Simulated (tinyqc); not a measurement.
# Bandgap voltage reference from two bipolar transistors, step by step

Program tinyqc, `OMP_NUM_THREADS=1 python tinyqc.py 2062113 2062114 out.jsonl`; Intel Xeon 2.30GHz, shared host, one thread, about 0.02 s. Printed values are rounded.

Two transistors of area 1 and N carry the same current I. Is(T) = Is (T/T0)^eta exp[(Vg0 q/kB)(1/T0 - 1/T)], VBE1 = Vt ln(I/Is(T)) + I rb, VBE2 = Vt ln(I/(N Is(T))) + I rb/N. The amplifier forces I R1(T) = VBE1 - VBE2 + Vos, with R(T) = R (1 + tc (T - T0)) for both resistors, and the output is Vref = VBE1 + I R2(T). Base currents and the Early effect are neglected.

Values chosen for this exercise; values of the order met in silicon bipolar transistors:

| symbol | value | unit | meaning |
|---|---|---|---|
| T0 | 298 | K | reference temperature |
| Vg0 | 1.19 | V | band-gap voltage extrapolated to 0 K |
| eta | 4.4 |  | temperature exponent of the saturation current |
| Is | 1.8e-18 | A | saturation current of the unit transistor at T0 |
| N | 24 |  | area ratio of the second transistor |
| R1 | 2.4 | kohm | resistor across which the difference of VBE falls, at T0 |
| tc | 0 | ppm/K | temperature coefficient of both resistors |
| Vos | 1.6 | mV | offset of the amplifier |
| rb | 0 | ohm | series resistance of the unit transistor |
| R2 | 15.35 | kohm | output resistor at T0 |
| T | 398 | K | temperature |

Constants: q = 1.602176634e-19 C, kB = 1.380649e-23 J/K. Results are converted to the units shown.

## Operating point at the reference temperature

Vt = kB T/q; I = (Vt ln N + Vos)/(R1(T) - rb (1 - 1/N)). Evaluate at T = T0.

Vt = 0.02567965 V
I = 34.67138 uA
Is(T) = 1.8e-18 A
VBE1 = 0.7855187 V
I R2 = 0.5322057 V
Vref = 1.317724 V

## Operating point at another temperature

Vt = kB T/q; I = (Vt ln N + Vos)/(R1(T) - rb (1 - 1/N)).

Vt = 0.03429699 V
I = 46.08236 uA
Is(T) = 7.325068e-13 A
VBE1 = 0.6158786 V
I R2 = 0.7073643 V
Vref = 1.323243 V

From T0 to T, VBE1 changes by -170 mV and I R2 by 175 mV, which leaves 5.52 mV in Vref.

## Resistor for zero slope at T0, ideal case

With tc = 0, Vos = 0 and rb = 0 the current is proportional to T, dVBE/dT = (VBE - Vg0 - (eta - 1) Vt)/T, and Vref has zero slope at T0 when Vref = Vg0 + (eta - 1) Vt0. Find VBE1, its slope, that Vref, R2/R1 and the curvature d2Vref/dT2 = -(eta - 1) kB/(q T0).

VBE1 = 0.7850202 V
dVBE/dT = -1.651982 mV/K
Vref = 1.277311 V
R2/R1 = 6.032137
curvature = -0.9831857 uV/K^2
